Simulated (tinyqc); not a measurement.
Opening the gap, as alloying or pressure does: deep trap from a strong local potential in a two-band host (Koster-Slater model with semi-elliptic bands). Computed by tinyqc, a small Python program. Command: `OMP_NUM_THREADS=1 python tinyqc.py 3027775 3027776 out.jsonl deeptrap walk`. One thread of a shared host (Intel(R) Xeon(R) Processor @ 2.30GHz), about 0.02 s of CPU time with the checks.

The valence band spans -2 W_v to 0 and the conduction band E_g to E_g + 2 W_c. The orbital at the impurity site has weight f_v in the valence band and 1 - f_v in the conduction band, each spread as a semi-ellipse (2/(pi W^2)) sqrt(W^2 - x^2) about the band centre. The impurity adds U to this orbital. Spin is left out.

Inputs (values chosen for the exercise, with a gap close to that of CdTe):
```
quantity                                value  unit
gap E_g                                  1.56    eV
half-width of the valence band W_v          5    eV
half-width of the conduction band W_c     2.3    eV
valence weight f_v of the site orbital    0.5     -
impurity potential U                    -16.2    eV
```

Impurity: attractive, donor-like.

Method:
- In the gap G(E) = f_v (2/W_v^2)[x - sqrt(x^2 - W_v^2)] - (1 - f_v)(2/W_c^2)[y - sqrt(y^2 - W_c^2)], x = E + W_v, y = E_g + W_c - E.
- The trap level solves G(E) = 1/U (bisection). With D = -dG/dE = D_v + D_c, D_v = f_v (2/W_v^2)[x/sqrt(x^2 - W_v^2) - 1] and D_c = (1 - f_v)(2/W_c^2)[y/sqrt(y^2 - W_c^2) - 1], the weight on the impurity orbital is 1/(U^2 D) and the conduction-band character is D_c/D.
- The conduction band is shifted rigidly; widths, weights and U stay.

Against the gap:
```
E_g (eV)  E_t (eV)  depth below E_c (eV)  conduction character
0.78        0.1821                0.5979               0.52021
1.01        0.3079                0.7021               0.57036
1.25        0.4492                0.8008               0.60499
1.40        0.5413                0.8587               0.62168
1.56        0.6420                0.9180               0.63677
1.79        0.7906                0.9994               0.65501
2.03        0.9497                1.0803               0.67096
2.50        1.2713                1.2287               0.69629
```

What does the comparison show, and why?

As the conduction band moves up by 1.720 eV the level follows by 1.089 eV, a mean slope of 0.63; the local slope is the conduction character. A shallow donor would follow with slope 1 and a shallow acceptor with slope 0.
